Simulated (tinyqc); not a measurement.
A finite superlattice with mass mismatch, transfer matrices: one step of the calculation.

One electron of energy E comes from the left lead (band edge 0); no transverse momentum. Parabolic bands, masses in units of m0, C = hbar^2/(2 m0); psi and psi'/m are continuous at every interface. N periods of a barrier d1 followed by a well Lw; the right lead equals the left one.

Task. Transmission and reflection. The matrix M carries (psi, psi'/m) across the stack, and v = k/m in each lead. psi = 1 + r at the left edge (incident amplitude 1) and t at the right edge. With det M = 1, a = i vR M11 - M21 and b = -vL vR M12 - i vL M22: t = 2 i vL/(a - b), r = -(a + b)/(a - b), T(E) = (vR/vL) |t|^2, R(E) = |r|^2.

M^N:
```
              1           2
1    -2534.0662  -244.23676
2  -1.2095361e5  -11657.675
```

vL = 22.071860 1/nm
vR = 22.071860 1/nm

Find: t; r; T(E); R(E).

Result.

t = (-1.4092+0.0089i) x 1e-4
r = 0.63804-0.77000i
T(E) = 1.9860e-8
R(E) = 1.0000

T(E) + R(E) = 1: the current is conserved.

Range of the model: Masses are held fixed, although real bands cease to be parabolic a few tenths of an eV from their edges (inside a barrier too).

Computed by the program tinyqc: `OMP_NUM_THREADS=1 python tinyqc.py 2560047 2560048 out.jsonl`, one thread of a shared Intel Xeon 2.30GHz, about 0.01 s for the whole run.
